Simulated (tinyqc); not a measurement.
# Activation field and prefactor from two times

Question. Merz's law: tau = t0 exp(Ea d/V). Find Ea and t0.

Parameters, values chosen for the exercise:

| symbol | value | unit | meaning |
|---|---|---|---|
| d | 8 | nm | film thickness |

tau at V = 0.64 and 0.9 V (ns): 237.53386  50.276230

Answer. ln(tau) is linear in 1/V with slope Ea d.

Ea = 4.30e3 kV/cm
t0 = 1.10 ns

tinyqc, about 0.01 s, one thread, Intel Xeon 2.30GHz (shared host): `OMP_NUM_THREADS=1 python tinyqc.py 2860003 2860004 out.jsonl`
